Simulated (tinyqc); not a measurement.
What moves the results: Shockley-Read-Hall recombination through one deep level. A value that a table varies takes the place of the one given here.

One level at Et with degeneracy 1: tn = 1/(sn vth Nt), tp = 1/(sp_ vth Nt), n1 = Nc exp((Et - Eg)/kT), p1 = Nv exp(-Et/kT), ni^2 = n1 p1. Equilibrium p0 = Nm, n0 = ni^2/Nm; n = n0 + dn, p = p0 + dn. U = (n p - ni^2)/(tp (n + n1) + tn (p + p1)), lifetime dn/U; emission rates en = sn vth n1, ep = sp_ vth p1.

Constants: kB = 8.617333262e-05 eV/K.

Parameters, chosen for this exercise (gap and densities of states near those of Si at this temperature; shifted at random, so the results belong to these values and not to a real crystal):

| symbol | value | unit | meaning |
|---|---|---|---|
| E1 | 0.651 | eV | level (+1/0) above Ev |
| E2 | 0.457 | eV | level (0/-1) above Ev |
| gm | 1 |  | degeneracy of the middle state, the others 1 |
| T | 250 | K |  |
| Eg | 1.144 | eV | gap |
| Nc | 2.08e+19 | 1/cm^3 | conduction-band density of states |
| Nv | 8.64e+18 | 1/cm^3 | valence-band density of states |
| Nd | -1.9e+14 | 1/cm^3 | ionised shallow donors minus acceptors |
| Et | 0.651 | eV | recombination level above Ev |
| Nt | 9.9e+13 | 1/cm^3 | defects |
| sn | 1.7e-15 | cm^2 | electron capture cross-section |
| sp_ | 1.1e-15 | cm^2 | hole capture cross-section |
| vth | 22000000 | cm/s | thermal velocity, both carriers |
| Nm | 9.9e+14 | 1/cm^3 | equilibrium holes for the lifetime steps |
| dn | 3.3e+16 | 1/cm^3 | excess pairs |

## Charge state against the Fermi level (deep level with several charge states)

Energies from Ev. The defect has charge states +1, 0, -1 with weights 1, gm exp((EF - E1)/kT), exp((2 EF - E1 - E2)/kT); the shares are the weights over their sum. Boltzmann carriers: n = Nc exp((EF - Eg)/kT), p = Nv exp(-EF/kT). Neutrality: p - n + Nd + Nt <q> = 0.

Shares:

| EF (eV) | +1 | 0 | -1 | <q> |
|---|---|---|---|---|
| 0.069 | 1.000 | 0.000 | 0.000 | 1.000 |
| 0.160 | 1.000 | 0.000 | 0.000 | 1.000 |
| 0.252 | 1.000 | 0.000 | 0.000 | 1.000 |
| 0.343 | 1.000 | 0.000 | 0.000 | 1.000 |
| 0.435 | 1.000 | 0.000 | 0.000 | 1.000 |
| 0.526 | 0.928 | 0.003 | 0.069 | 0.859 |
| 0.618 | 0.003 | 0.001 | 0.997 | -0.994 |
| 0.709 | 0.000 | 0.000 | 1.000 | -1.000 |
| 0.801 | 0.000 | 0.000 | 1.000 | -1.000 |
| 0.892 | 0.000 | 0.000 | 1.000 | -1.000 |
| 0.984 | 0.000 | 0.000 | 1.000 | -1.000 |
| 1.075 | 0.000 | 0.000 | 1.000 | -1.000 |

What can be read from the table?

E2 lies below E1 (negative U = -0.194 eV), so the charge goes from +1 to -1 near (E1 + E2)/2 = 0.554 eV, two electrons at once; the middle state never exceeds a share of 0.00551.

## Defects against doping (deep level with several charge states)

Nt takes the listed multiples of |Nd|; the resistivity uses mobilities of 1000 (electrons) and 300 (holes) cm^2/(V s), chosen for the exercise, and e = 1.602176634e-19 C.

Neutral state:

| Nt/\|Nd\| | EF (eV) | n (1/cm^3) | p (1/cm^3) | rho (ohm cm) |
|---|---|---|---|---|
| 0.01 | 0.2313 | 8.28 | 1.88e+14 | 111 |
| 0.10 | 0.2333 | 9.11 | 1.71e+14 | 122 |
| 0.30 | 0.2387 | 11.7 | 1.33e+14 | 156 |
| 0.60 | 0.2508 | 20.5 | 7.60e+13 | 274 |
| 0.90 | 0.2807 | 82.0 | 1.90e+13 | 1.10e+03 |
| 1.10 | 0.5209 | 5.73e+06 | 2.72e+08 | 7.15e+07 |
| 1.50 | 0.5366 | 1.18e+07 | 1.32e+08 | 1.22e+08 |
| 3.00 | 0.5465 | 1.87e+07 | 8.31e+07 | 1.43e+08 |
| 10.00 | 0.5518 | 2.40e+07 | 6.49e+07 | 1.44e+08 |

What can be read from the table?

EF goes from 0.231 to 0.552 eV and the resistivity from 111 to 1.44e+08 ohm cm, with a largest value of 1.44e+08. The largest move of EF, +0.240 eV, comes between Nt/|Nd| = 0.9 and 1.1; the levels lie at 0.651 and 0.457 eV. A defect can take up to one carrier of either sign, so the doping can be cancelled no earlier than Nt = |Nd|, there only if EF lies well beyond the level that takes the carriers and otherwise at larger Nt (mean charge +0.10 in the last row).

## Lifetime against injection

Recombination:

| dn (1/cm^3) | lifetime (microsecond) | U (1/(cm^3 s)) |
|---|---|---|
| 1.0e+11 | 0.2701 | 3.70e+17 |
| 1.0e+12 | 0.2705 | 3.70e+18 |
| 1.0e+13 | 0.2743 | 3.65e+19 |
| 1.0e+14 | 0.3084 | 3.24e+20 |
| 1.0e+15 | 0.4798 | 2.08e+21 |
| 1.0e+16 | 0.6499 | 1.54e+22 |
| 1.0e+17 | 0.6834 | 1.46e+23 |
| 1.0e+18 | 0.6871 | 1.46e+24 |

What can be read from the table?

The lifetime rises from 0.2701 to 0.6871 microsecond; tn + tp = 0.6875. At low injection it is tn (1 + p1/p0) + tp n1/p0 with n1/Nm = 2.4e-06 and p1/Nm = 6.6e-10: re-emission is negligible, so minority capture alone counts. Auger and radiative paths are left out; they cut in at the highest injections, and in a doped direct-gap crystal the radiative one counts at all injections. dn = dp neglects trapped charge, which matters where the traps hold a charge comparable with dn, at low injection and with very unequal cross sections.

## Where a level does most harm

Et takes the values listed; G = Nt en ep/(en + ep) in a depleted region; the lifetime is for dn = 1e11 1/cm^3.

Results:

| Et (eV) | lifetime (microsecond) | G (1/(cm^3 s)) |
|---|---|---|
| 0.069 | 96.1 | 1.64e+04 |
| 0.160 | 1.67 | 1.12e+06 |
| 0.252 | 0.290 | 8.03e+07 |
| 0.343 | 0.270 | 5.48e+09 |
| 0.435 | 0.270 | 3.92e+11 |
| 0.526 | 0.270 | 2.55e+13 |
| 0.618 | 0.270 | 7.18e+12 |
| 0.709 | 0.270 | 1.05e+11 |
| 0.801 | 0.271 | 1.47e+09 |
| 0.892 | 0.343 | 2.16e+07 |
| 0.984 | 5.49 | 3.02e+05 |
| 1.075 | 357 | 4.41e+03 |

What does this show?

Generation peaks where en = ep, at Eg/2 + (kT/2) ln(sp_ Nv/(sn Nc)) = 0.558 eV; the largest value listed is at 0.526 eV, and G falls by a decade for each 0.050 eV away from the peak. The lifetime is within a factor 2 of its minimum, 0.27 microsecond, from 0.252 to 0.892 eV: recombination tolerates a wide range of Et, generation a narrow one.

## What moves lifetime and leakage

G = Nt en ep/(en + ep). Each row changes one parameter from the base and keeps the others.

Results:

| case | lifetime (microsecond) | G (1/(cm^3 s)) |
|---|---|---|
| base | 0.6753 | 1.56e+12 |
| Et = 0.691 eV | 0.6753 | 2.43e+11 |
| sn = 3.4e-15 cm^2 | 0.5403 | 1.56e+12 |
| sp_ = 2.2e-15 cm^2 | 0.4727 | 3.11e+12 |
| Nt = 4.95e+13 1/cm^3 | 1.351 | 7.79e+11 |
| Nm = 2.97e+15 1/cm^3 | 0.6530 | 1.56e+12 |
| dn = 9.9e+16 1/cm^3 | 0.6833 | 1.56e+12 |

What can be read from the table?

The largest shifts from the base row, up to three for each result and ties (the steps differ in size, so this ranks the rows, not the parameters). lifetime (microsecond): Nt +0.675, sp_ -0.203, sn -0.135; unchanged at the printed digits by Et. G (1/(cm^3 s)): sp_ +1.56e+12, Et -1.31e+12, Nt -7.79e+11; unchanged at the printed digits by sn, Nm and dn.

tinyqc: `OMP_NUM_THREADS=1 python tinyqc.py 1681705 1681706 out.jsonl`; about 0.01 s, one thread, shared Intel(R) Xeon(R) Processor @ 2.30GHz.
